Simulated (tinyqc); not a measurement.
RKS/exchange-only LDA in the 6-311g basis, for He, spin multiplicity 1, step by step. Computed by tinyqc, a small Python program that keeps every step (integrals from PySCF). Settings: charge = 0, multiplicity = 1, basis = 6-311g, energy threshold = 1e-09, iteration cap = 65, orthogonalisation = symmetric, start = atomic densities, DIIS depth = 0, method = RKS, functional = Slater exchange alone, grid = [20, 86]. Command: `OMP_NUM_THREADS=1 python tinyqc.py 20118 20119 out.jsonl` (the two numbers bound the seeds that draw the settings). One thread of a shared host (Intel(R) Xeon(R) Processor @ 2.60GHz), about 0.1 s of CPU time with the checks. Later iterations appear only in the table of the cycle.

## One-electron integrals

Geometry (angstrom):
```
atom,x,y,z
He,0.00000,0.00000,0.00000
```

Basis 6-311g: exponents (1/bohr^2) and contraction coefficients of normalised primitives:
```
element,l (shell),exponent,coefficient
He,s (1),98.12430,0.02875
He,s (1),14.76890,0.20806
He,s (1),3.31883,0.83764
He,s (2),0.87405,1.00000
He,s (3),0.24456,1.00000
```

Overlap, kinetic and nuclear-attraction integrals over the contracted functions; the nuclear repulsion is the sum of Za Zb / Rab.

nuclear repulsion = 0 hartree

overlap S:
```
,1He 1s,1He 2s,1He 3s
1He 1s,1.00000,0.68047,0.32860
1He 2s,0.68047,1.00000,0.75157
1He 3s,0.32860,0.75157,1.00000
```

kinetic energy T (hartree):
```
,1He 1s,1He 2s,1He 3s
1He 1s,6.85710,1.43947,0.22560
1He 2s,1.43947,1.31107,0.43087
1He 3s,0.22560,0.43087,0.36685
```

nuclear attraction V (hartree):
```
,1He 1s,1He 2s,1He 3s
1He 1s,-7.30629,-3.46483,-1.53507
1He 2s,-3.46483,-2.98378,-1.79389
1He 3s,-1.53507,-1.79389,-1.57832
```

core Hamiltonian H = T + V (hartree):
```
,1He 1s,1He 2s,1He 3s
1He 1s,-0.44919,-2.02535,-1.30947
1He 2s,-2.02535,-1.67271,-1.36303
1He 3s,-1.30947,-1.36303,-1.21148
```

## Two-electron integrals

Functions are numbered as in S; the eight-fold symmetry (ij|kl) = (ji|kl) = (kl|ij) leaves the list below.

Two-electron integrals (ij|kl) in chemists' order, unique and non-zero (hartree):
```
i,j,k,l,(ij|kl)
1,1,1,1,2.39512
2,1,1,1,1.34734
2,1,2,1,0.79871
2,2,1,1,1.35841
2,2,2,1,0.86385
2,2,2,2,1.05493
3,1,1,1,0.61412
3,1,2,1,0.36863
3,1,2,2,0.40680
3,1,3,1,0.17071
3,2,1,1,0.84271
3,2,2,1,0.54701
3,2,2,2,0.70042
3,2,3,1,0.25942
3,2,3,2,0.47668
3,3,1,1,0.76703
3,3,2,1,0.51024
3,3,2,2,0.69758
3,3,3,1,0.24418
3,3,3,2,0.49473
3,3,3,3,0.55802
```

## Orthogonalisation

S = U s U^T; symmetric (Loewdin) form X = U s^(-1/2) U^T, so that X^T S X = 1.

eigenvalues of S: 0.13571  0.67345  2.19085

X:
```
,1He 1s,1He 2s,1He 3s
1He 1s,1.31656,-0.64591,0.15068
1He 2s,-0.64591,1.85550,-0.77140
1He 3s,0.15068,-0.77140,1.43667
```

## Starting guess

The start is atomic minimal-basis densities projected into this basis (PySCF's MINAO start) and scaled to the electron count of each spin; this density is not idempotent, so its energy is not variational and may lie below the converged one.

D at the start:
```
,1He 1s,1He 2s,1He 3s
1He 1s,0.14301,0.25567,0.21652
1He 2s,0.25567,0.45708,0.38709
1He 3s,0.21652,0.38709,0.32781
```

## Iteration 1: exchange-correlation on the grid

Becke grid with 20 radial and 86 angular points per atom, points of zero weight dropped. rho = sum D_ij phi_i phi_j; V_xc,ij = sum w v_xc phi_i phi_j; v_xc is d(rho eps)/d rho.

The 8 grid points with the largest w rho, of 1720 (bohr, atomic units):
```
x,y,z,w,rho,eps_xc,v_xc
0.44439,-0.44439,-0.44439,0.02192,0.21166,-0.44015,-0.58686
-0.44439,-0.44439,-0.44439,0.02192,0.21166,-0.44015,-0.58686
-0.44439,0.44439,0.44439,0.02192,0.21166,-0.44015,-0.58686
0.44439,-0.44439,0.44439,0.02192,0.21166,-0.44015,-0.58686
0.44439,0.44439,0.44439,0.02192,0.21166,-0.44015,-0.58686
-0.44439,0.44439,-0.44439,0.02192,0.21166,-0.44015,-0.58686
0.44439,0.44439,-0.44439,0.02192,0.21166,-0.44015,-0.58686
-0.44439,-0.44439,0.44439,0.02192,0.21166,-0.44015,-0.58686
```

electrons on the grid, sum of w rho = 2.00000

E_xc = sum of w rho eps_xc = -0.8829860 hartree

V_xc (hartree):
```
,1He 1s,1He 2s,1He 3s
1He 1s,-0.95586,-0.55551,-0.25538
1He 2s,-0.55551,-0.58377,-0.36073
1He 3s,-0.25538,-0.36073,-0.30466
```

## Iteration 1: building the Kohn-Sham matrix

J_ij = sum D_kl (ij|kl); F = H + J + V_xc; E = tr D H + tr D J / 2 + E_xc + E_nn.

Coulomb J (hartree):
```
,1He 1s,1He 2s,1He 3s
1He 1s,2.82217,1.74632,0.81707
1He 2s,1.74632,2.06526,1.36392
1He 3s,0.81707,1.36392,1.36112
```

Kohn-Sham matrix F (hartree):
```
,1He 1s,1He 2s,1He 3s
1He 1s,1.41712,-0.83455,-0.74778
1He 2s,-0.83455,-0.19122,-0.35984
1He 3s,-0.74778,-0.35984,-0.15501
```

total energy of this density = -2.7186024 hartree

This density is the starting one; it is not idempotent, so its energy is not variational and may lie below the converged one.

## Iteration 1: diagonalisation and new density

Diagonalise F' = X^T F X, C = X C', fill 1 alpha and 1 beta electrons from the bottom; D = 2 C_occ C_occ^T. Each column has its largest component positive (the first on a tie).

F' = X^T F X (hartree):
```
,1,2,3
1,3.56578,-2.79245,0.02546
2,-2.79245,2.12596,-0.73412
3,0.02546,-0.73412,0.26628
```

orbital energies (hartree): MO1 -0.48402, MO2 0.67190, MO3 5.77013

coefficients C:
```
,MO1,MO2,MO3
1He 1s,0.25796,-0.17023,-1.44143
1He 2s,0.43894,-1.14774,1.71615
1He 3s,0.45634,1.39974,-0.71712
```

D after iteration 1:
```
,1He 1s,1He 2s,1He 3s
1He 1s,0.13308,0.22645,0.23543
1He 2s,0.22645,0.38533,0.40061
1He 3s,0.23543,0.40061,0.41650
```

## Iteration 2: exchange-correlation on the grid

As before.

The 8 grid points with the largest w rho, of 1720 (bohr, atomic units):
```
x,y,z,w,rho,eps_xc,v_xc
0.44439,-0.44439,-0.44439,0.02192,0.20403,-0.43479,-0.57972
-0.44439,-0.44439,-0.44439,0.02192,0.20403,-0.43479,-0.57972
-0.44439,0.44439,0.44439,0.02192,0.20403,-0.43479,-0.57972
0.44439,-0.44439,0.44439,0.02192,0.20403,-0.43479,-0.57972
0.44439,0.44439,0.44439,0.02192,0.20403,-0.43479,-0.57972
-0.44439,0.44439,-0.44439,0.02192,0.20403,-0.43479,-0.57972
0.44439,0.44439,-0.44439,0.02192,0.20403,-0.43479,-0.57972
-0.44439,-0.44439,0.44439,0.02192,0.20403,-0.43479,-0.57972
```

electrons on the grid, sum of w rho = 2.00000

E_xc = sum of w rho eps_xc = -0.8462432 hartree

V_xc (hartree):
```
,1He 1s,1He 2s,1He 3s
1He 1s,-0.93649,-0.54541,-0.25095
1He 2s,-0.54541,-0.57749,-0.35905
1He 3s,-0.25095,-0.35905,-0.30807
```

## Iteration 2: building the Kohn-Sham matrix

As before.

Coulomb J (hartree):
```
,1He 1s,1He 2s,1He 3s
1He 1s,2.73623,1.69827,0.79537
1He 2s,1.69827,2.02179,1.33991
1He 3s,0.79537,1.33991,1.34574
```

Kohn-Sham matrix F (hartree):
```
,1He 1s,1He 2s,1He 3s
1He 1s,1.35055,-0.87249,-0.76505
1He 2s,-0.87249,-0.22841,-0.38216
1He 3s,-0.76505,-0.38216,-0.17381
```

total energy of this density = -2.7206396 hartree

## Iteration 2: diagonalisation and new density

As before.

F' = X^T F X (hartree):
```
,1,2,3
1,3.49648,-2.79575,0.02213
2,-2.79575,2.09661,-0.73785
3,0.02213,-0.73785,0.25467
```

orbital energies (hartree): MO1 -0.52140, MO2 0.64949, MO3 5.71967

coefficients C:
```
,MO1,MO2,MO3
1He 1s,0.26371,-0.17075,-1.44033
1He 2s,0.45143,-1.13623,1.72056
1He 3s,0.43782,1.40404,-0.72026
```

D after iteration 2:
```
,1He 1s,1He 2s,1He 3s
1He 1s,0.13908,0.23809,0.23091
1He 2s,0.23809,0.40758,0.39529
1He 3s,0.23091,0.39529,0.38338
```

## Iteration 12 (converged): orbitals

converged F (hartree):
```
,1He 1s,1He 2s,1He 3s
1He 1s,1.36983,-0.86153,-0.76007
1He 2s,-0.86153,-0.21775,-0.37582
1He 3s,-0.76007,-0.37582,-0.16859
```

As before.

F' = X^T F X (hartree):
```
,1,2,3
1,3.51657,-2.79479,0.02311
2,-2.79479,2.10497,-0.73674
3,0.02311,-0.73674,0.25775
```

orbital energies (hartree): MO1 -0.51064, MO2 0.65571, MO3 5.73421

coefficients C:
```
,MO1,MO2,MO3
1He 1s,0.26202,-0.17060,-1.44066
1He 2s,0.44779,-1.13963,1.71926
1He 3s,0.44325,1.40281,-0.71933
```

D after iteration 12:
```
,1He 1s,1He 2s,1He 3s
1He 1s,0.13730,0.23466,0.23228
1He 2s,0.23466,0.40104,0.39697
1He 3s,0.23228,0.39697,0.39294
```

## Convergence

Stop when the energy changes by less than 1e-09 hartree and every element of the error matrix X^T (F D S - S D F) X is below 9e-06.

Course of the cycle:
```
iteration,E (hartree),change,largest element of the error matrix
1,-2.7186024,-,6.56e-02
2,-2.7206396,-2.04e-03,3.34e-02
3,-2.7209604,-3.21e-04,1.38e-02
4,-2.7210156,-5.52e-05,5.75e-03
5,-2.7210251,-9.53e-06,2.39e-03
6,-2.7210268,-1.64e-06,9.92e-04
7,-2.7210271,-2.84e-07,4.12e-04
8,-2.7210271,-4.89e-08,1.71e-04
9,-2.7210271,-8.44e-09,7.11e-05
10,-2.7210271,-1.46e-09,2.95e-05
11,-2.7210271,-2.51e-10,1.23e-05
12,-2.7210271,-4.34e-11,5.09e-06
```

PySCF RKS in the same basis, fine grid = -2.7210244 hartree

Converged in 12 iterations. The coarse grid moves the energy by -2.76e-06 hartree.

## Populations

Mulliken: Z minus the diagonal of D S on the atom; Loewdin: the same with S^(1/2) D S^(1/2).

Charges (e):
```
atom,Mulliken,Loewdin
1He,0,0
```
